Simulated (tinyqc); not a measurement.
Worked calculation: LDA (VWN5) atom on a uniform radial grid, spin-unpolarised, for Ne(2+). Computed by tinyqc, a small Python program that keeps every step. Settings: Z = 10, points = 128, R = 6.1, functional = lda,vwn, mixing = 1.0, iteration cap = 78. Command: `OMP_NUM_THREADS=1 python tinyqc.py 31146 31147 out.jsonl` (the two numbers bound the seeds that draw the settings). One thread of a shared host (Intel(R) Xeon(R) Processor @ 2.60GHz), about 0.3 s of CPU time with the checks. Later iterations appear only in the table of the cycle.

## Iteration 1

Spherical atom on a uniform radial grid r_j = j h with h = R/(N + 1), h sum u^2 = 1 and integrals as h times sums, u(0) = u(R) = 0 (atomic units):
```
parameter,value
Z,10
points N,128
R,6.100000
h,0.047287
mixing,1.000000
electrons in 1s,2
electrons in 2s,2
electrons in 2p,4
```

Three-point differences turn -u''/2 + [l(l+1)/2r^2 - Z/r + V] u = e u into a tridiagonal matrix (diagonal 1/h^2 + potential, off-diagonal -1/2h^2). D = sum f u^2; the Hartree potential y/r solves y'' = -D/r with y(0) = 0, y(R) = N_e; v_xc comes from rho = D/(4 pi r^2); E = sum f e - int D V + int D (V_H/2 + eps_xc); V(new) = V + mixing (V_H + v_xc - V).

eigenvalues (hartree): 1s -47.4796, 2s -12.3300, 2p -12.5602

Every 8th grid point:
```
r,V in,u(1s),u(2s),u(2p),D,V_H,v_xc
0.3783,0.0000,0.5886,-1.1063,1.3980,10.9585,17.1179,-1.8948
0.7566,0.0000,0.0305,-1.0830,0.8325,5.1198,10.3633,-0.9562
1.1349,0.0000,0.0012,-0.4205,0.2804,0.6680,7.0401,-0.3943
1.5132,0.0000,4.08e-05,-0.1211,0.0748,0.0517,5.2865,-0.1527
1.8915,0.0000,1.32e-06,-0.0299,0.0175,0.0030,4.2295,-0.0573
2.2698,0.0000,4.10e-08,-0.0068,0.0038,1.49e-04,3.5246,-0.0206
2.6481,0.0000,1.24e-09,-0.0014,0.0008,6.51e-06,3.0211,-0.0071
3.0264,0.0000,3.66e-11,-2.90e-04,1.53e-04,2.61e-07,2.6434,-0.0023
3.4047,0.0000,0,-5.67e-05,2.91e-05,9.82e-09,2.3497,-0.0007
3.7829,0.0000,0,-1.08e-05,5.41e-06,3.51e-10,2.1148,-2.30e-04
4.1612,0.0000,0,-2.02e-06,9.85e-07,1.20e-11,1.9225,-7.07e-05
4.5395,0.0000,0,-3.70e-07,1.77e-07,0,1.7623,-1.02e-05
4.9178,0.0000,0,-6.69e-08,3.12e-08,0,1.6267,0.0000
5.2961,0.0000,0,-1.19e-08,5.45e-09,0,1.5105,0.0000
5.6744,0.0000,0,-2.07e-09,9.25e-10,0,1.4098,0.0000
6.0527,0.0000,0,-1.31e-10,5.77e-11,0,1.3217,0.0000
```

total energy = -112.454880 hartree

## Iteration 2

As before.

eigenvalues (hartree): 1s -25.4489, 2s -1.7327, 2p -0.9669

Every 8th grid point:
```
r,V in,u(1s),u(2s),u(2p),D,V_H,v_xc
0.3783,15.2231,0.7152,-0.4823,0.5892,2.8769,11.8224,-1.2358
0.7566,9.4071,0.0652,-0.9893,0.8297,4.7194,8.3157,-0.9320
1.1349,6.6458,0.0051,-0.8675,0.7982,4.0539,6.3871,-0.6890
1.5132,5.1338,3.80e-04,-0.6118,0.6637,2.5103,5.0777,-0.4965
1.8915,4.1722,2.76e-05,-0.3911,0.5115,1.3524,4.1604,-0.3579
2.2698,3.5040,1.98e-06,-0.2369,0.3766,0.6797,3.5011,-0.2598
2.6481,3.0140,1.41e-07,-0.1387,0.2690,0.3278,3.0130,-0.1900
3.0264,2.6411,9.93e-09,-0.0793,0.1878,0.1536,2.6406,-0.1397
3.4047,2.3490,6.99e-10,-0.0445,0.1287,0.0702,2.3488,-0.1031
3.7829,2.1145,4.90e-11,-0.0247,0.0869,0.0314,2.1144,-0.0762
4.1612,1.9224,0,-0.0135,0.0577,0.0137,1.9224,-0.0561
4.5395,1.7623,0,-0.0073,0.0376,0.0058,1.7623,-0.0411
4.9178,1.6267,0,-0.0039,0.0237,0.0023,1.6267,-0.0296
5.2961,1.5105,0,-0.0020,0.0139,0.0008,1.5105,-0.0204
5.6744,1.4098,0,-0.0009,0.0067,1.81e-04,1.4098,-0.0124
6.0527,1.3217,0,-8.78e-05,0.0007,2.07e-06,1.3217,-0.0029
```

total energy = -118.127744 hartree

## Iteration 3

As before.

eigenvalues (hartree): 1s -32.5105, 2s -3.8598, 2p -3.3070

Every 8th grid point:
```
r,V in,u(1s),u(2s),u(2p),D,V_H,v_xc
0.3783,10.5867,0.6664,-0.7874,1.1058,7.0195,15.0907,-1.6425
0.7566,7.3837,0.0479,-1.1410,1.0122,6.7061,9.8735,-1.0413
1.1349,5.6981,0.0028,-0.6930,0.5844,2.3266,6.9643,-0.5796
1.5132,4.5812,1.49e-04,-0.3354,0.2888,0.5587,5.2765,-0.3132
1.8915,3.8024,7.75e-06,-0.1471,0.1328,0.1138,4.2282,-0.1693
2.2698,3.2413,3.96e-07,-0.0612,0.0586,0.0212,3.5244,-0.0919
2.6481,2.8229,2.00e-08,-0.0246,0.0252,0.0037,3.0211,-0.0499
3.0264,2.5009,1.00e-09,-0.0097,0.0106,0.0006,2.6434,-0.0269
3.4047,2.2456,5.01e-11,-0.0037,0.0044,1.05e-04,2.3497,-0.0144
3.7829,2.0383,0,-0.0014,0.0018,1.71e-05,2.1148,-0.0076
4.1612,1.8663,0,-0.0005,0.0007,2.73e-06,1.9225,-0.0040
4.5395,1.7212,0,-2.01e-04,2.96e-04,4.32e-07,1.7623,-0.0021
4.9178,1.5972,0,-7.46e-05,1.19e-04,6.75e-08,1.6267,-0.0011
5.2961,1.4901,0,-2.73e-05,4.66e-05,1.02e-08,1.5105,-0.0006
5.6744,1.3974,0,-9.11e-06,1.66e-05,1.26e-09,1.4098,-2.68e-04
6.0527,1.3188,0,-8.28e-07,1.55e-06,1.10e-11,1.3217,-5.35e-05
```

total energy = -120.017655 hartree

## Convergence

Stop when input and output potentials agree to 1e-7.

Course of the cycle (hartree):
```
iteration,E,e(1s),e(2s),e(2p),largest |V(out) - V(in)|
1,-112.454880,-47.4796,-12.3300,-12.5602,2.66e+01
2,-118.127744,-25.4489,-1.7327,-0.9669,8.50e+00
3,-120.017655,-32.5105,-3.8598,-3.3070,4.59e+00
4,-120.489614,-28.5135,-2.3381,-1.5797,2.51e+00
5,-120.671259,-30.6851,-3.0595,-2.3947,1.50e+00
6,-120.730174,-29.3740,-2.5941,-1.8646,8.81e-01
7,-120.751974,-30.1399,-2.8548,-2.1605,5.28e-01
8,-120.759506,-29.6796,-2.6944,-1.9780,3.14e-01
9,-120.762227,-29.9525,-2.7881,-2.0845,1.87e-01
10,-120.763186,-29.7892,-2.7315,-2.0201,1.12e-01
11,-120.763529,-29.8864,-2.7650,-2.0582,6.66e-02
...,...,...,...,...,...
27,-120.763717,-29.8501,-2.7524,-2.0439,1.71e-05
28,-120.763717,-29.8500,-2.7524,-2.0439,1.02e-05
29,-120.763717,-29.8500,-2.7524,-2.0439,6.08e-06
30,-120.763717,-29.8500,-2.7524,-2.0439,3.62e-06
31,-120.763717,-29.8500,-2.7524,-2.0439,2.16e-06
32,-120.763717,-29.8500,-2.7524,-2.0439,1.29e-06
33,-120.763717,-29.8500,-2.7524,-2.0439,7.69e-07
34,-120.763717,-29.8500,-2.7524,-2.0439,4.59e-07
35,-120.763717,-29.8500,-2.7524,-2.0439,2.74e-07
36,-120.763717,-29.8500,-2.7524,-2.0439,1.63e-07
37,-120.763717,-29.8500,-2.7524,-2.0439,9.73e-08
```

Converged in 37 iterations. A uniform grid resolves the cusp poorly: for a bare nucleus this grid gives 1s at -47.47963 against -Z^2/2 = -50 hartree. Before convergence this energy mixes input and output and is not variational, so it may rise towards its limit.
